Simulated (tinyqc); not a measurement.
Ellipsometry and reflectance of a transparent film on an absorbing substrate: effect of the index of the transparent film.

Air (index 1), film, substrate with N2 = n2 - i k2; time factor exp(+i w t). q_j = sqrt(N_j^2 - sin^2 th), root with positive real part. Fresnel coefficients r_s = (q_a - q_b)/(q_a + q_b), r_p = (N_b^2 q_a - N_a^2 q_b)/(N_b^2 q_a + N_a^2 q_b). tan(Psi) exp(i Delta) = R_p/R_s, Delta taken from 0 to 360 degrees.

beta = 2 pi d q1/lam, X = exp(-2 i beta), R = (r01 + r12 X)/(1 + r01 r12 X) for p and s. dDelta/dd is the derivative of Delta; period lam/(2 q1).

Inputs (values chosen for the exercise); indices close to those of silicon nitride on silicon: wavelength lam = 800 nm; angle of incidence th = 70 degrees; film thickness d = 64 nm; index of the substrate n2 = 3.692; extinction coefficient of the substrate k2 = 0.0065.

Effect of the index of the transparent film:
```
n1,Psi (degrees),Delta (degrees),|R_p|^2,|R_s|^2,dDelta/dd (degrees/nm),period (nm)
1.25,18.03,109.6,0.06816,0.6431,-0.4777,485.3
1.45,22.07,93.70,0.09970,0.6063,-0.5336,362.2
1.65,23.78,83.35,0.1098,0.5655,-0.6347,294.9
1.85,24.02,74.51,0.1042,0.5246,-0.7997,251.0
2.05,23.04,65.74,0.08858,0.4898,-1.049,219.5
2.25,20.81,56.56,0.06771,0.4686,-1.383,195.7
2.45,17.36,47.20,0.04562,0.4666,-1.776,176.8
2.65,12.97,38.32,0.02569,0.4846,-2.234,161.4
```

Psi goes from 18.0 through a maximum of 24.0 (at n1 = 1.85 among the rows listed) to 13.0 degrees and |R_p|^2 goes from 0.0682 through a maximum of 0.110 (at n1 = 1.65 among the rows listed) to 0.0257. The slope of Delta is largest in size, 2.23 degrees/nm, at n1 = 2.65 among the rows.

Numbers from tinyqc (`OMP_NUM_THREADS=1 python tinyqc.py 2870116 2870117 out.jsonl`; about 0.3 s on one thread of a shared Intel Xeon 2.30GHz).
